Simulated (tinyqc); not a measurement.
Bandgap voltage reference from two bipolar transistors: output against temperature.

Two transistors of area 1 and N carry the same current I. Is(T) = Is (T/T0)^eta exp[(Vg0 q/kB)(1/T0 - 1/T)], VBE1 = Vt ln(I/Is(T)) + I rb, VBE2 = Vt ln(I/(N Is(T))) + I rb/N. The amplifier forces I R1(T) = VBE1 - VBE2 + Vos, with R(T) = R (1 + tc (T - T0)) for both resistors, and the output is Vref = VBE1 + I R2(T). Base currents and the Early effect are neglected.

Vt = kB T/q; I = (Vt ln N + Vos)/(R1(T) - rb (1 - 1/N)).

Values chosen for this exercise; values of the order met in silicon bipolar transistors: reference temperature T0 = 298 K; band-gap voltage extrapolated to 0 K Vg0 = 1.204 V; temperature exponent of the saturation current eta = 3.1; saturation current of the unit transistor at T0 Is = 6e-17 A; area ratio of the second transistor N = 8; resistor across which the difference of VBE falls, at T0 R1 = 4.3 kohm; temperature coefficient of both resistors tc = 0 ppm/K; offset of the amplifier Vos = 0 mV; series resistance of the unit transistor rb = 0 ohm; output resistor at T0 R2 = 48.36 kohm.

Constants: q = 1.602176634e-19 C, kB = 1.380649e-23 J/K. Results are converted to the units shown.

Result of one run:
```
T (K),I (uA),VBE1 (V),I R2 (V),Vref (V),Vref - Vref(T0) (mV),dVref/dT (uV/K)
298,12.42,0.6691,0.6006,1.270,0,39.38
```

What becomes of these results when the temperature T is changed from 298 to 398 K, all else the same?

Result of the changed run:
```
T (K),I (uA),VBE1 (V),I R2 (V),Vref (V),Vref - Vref(T0) (mV),dVref/dT (uV/K)
398,16.59,0.4688,0.8021,1.271,1.193,-12.99
```

The whole series:
```
T (K),I (uA),VBE1 (V),I R2 (V),Vref (V),Vref - Vref(T0) (mV),dVref/dT (uV/K)
218,9.085,0.8250,0.4393,1.264,-5.295,95.95
233,9.710,0.7962,0.4696,1.266,-3.947,83.90
253,10.54,0.7574,0.5099,1.267,-2.420,69.00
273,11.38,0.7183,0.5502,1.268,-1.180,55.23
298,12.42,0.6691,0.6006,1.270,0,39.38
323,13.46,0.6195,0.6509,1.270,0.7998,24.80
348,14.50,0.5696,0.7013,1.271,1.249,11.31
373,15.54,0.5193,0.7517,1.271,1.373,-1.246
398,16.59,0.4688,0.8021,1.271,1.193,-12.99
423,17.63,0.4179,0.8525,1.270,0.7296,-24.01
```

VBE1 falls by 1.99 mV/K on average and I R2 rises by 2.02 mV/K. The slope of Vref vanishes at T = 370 K. Between 233 and 398 K Vref spans 5.32 mV, or 25.4 ppm/K by the box method (span over the average over T, over 165 K).

tinyqc, about 0.02 s, one thread, Intel Xeon 2.30GHz (shared host): `OMP_NUM_THREADS=1 python tinyqc.py 2062067 2062068 out.jsonl`
